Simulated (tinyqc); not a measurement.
Adsorption as a lattice gas: isotherms with interactions, competition, desorption peaks and saturation dose: one step, computed by the program tinyqc.

One adsorbate per site; a molecule needs 2 empty sites. Gas and surface have the same temperature.

Question. Desorption peak without interaction. The peak obeys E/(k_B T_p^2) = (nu theta_0/beta) exp(-E/(k_B T_p)) if theta at the peak is theta_0/2. Redhead's shortcut, with the constant 3.46 (3.64 is also in use), reads E back as k_B T_p [ln(nu' T_p/beta) - 3.46], nu' = nu theta_0.

Inputs (values chosen for the exercise, for a model surface):
```
quantity,value,unit
desorption energy E,2.15,eV
prefactor nu,1.5e+12,1/s
heating rate beta,5,K/s
initial coverage theta_0,0.21,-
```

Adsorption: dissociative (second order).

Constants: k_B = 8.617333262e-05 eV/K.

Give: peak temperature T_p; E by Redhead's shortcut.

Answer.

peak temperature T_p = 881.46 K

E by Redhead's shortcut = 2.1411 eV

The shortcut misses by -0.41 %, since 3.46 stands for ln(E/(k_B T_p)) = 3.34. A prefactor wrong by a factor 100 would shift E by 0.350 eV.
